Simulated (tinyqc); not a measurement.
## Gap and radiative efficiency from Jsc and Voc

Inverse problem. Photon flux above E from a black body at temperature T into a hemisphere: Phi(E, T) = A sum_k exp(-k E/th)[E^2 th/k + 2 E th^2/k^2 + 2 th^3/k^3], k = 1, 2, ..., with th = kB T/q in eV and A = 2 pi q^3/(h^3 c^2). A cell with a sharp absorption edge has Jsc = q F Phi(Eg, Ts) and Voc = Vt ln(1 + Jsc/J0), J0 = q ge Phi(Eg, T)/ERE. Find Eg and ERE.

Values chosen for this exercise: cell temperature T = 280 K; emitter temperature Ts = 1400 K; share of the hemisphere filled by the emitter F = 0.62; number of faces that emit ge = 1.

Constants: q = 1.602176634e-19 C, kB = 1.380649e-23 J/K, h = 6.62607015e-34 J s, c = 299792458 m/s, Vt = kB T/q. Results are converted to the units shown.

Jsc = 6443.53010 mA/cm^2
Voc = 0.404379879 V

Solution. Phi falls steadily with E, so Jsc fixes Eg; Voc gives J0, and its ratio to the radiative dark current is 1/ERE.

Eg = 0.5300 eV
ERE = 0.1000

tinyqc, about 0.01 s, one thread, Intel Xeon 2.30GHz (shared host): `OMP_NUM_THREADS=1 python tinyqc.py 2820037 2820038 out.jsonl`
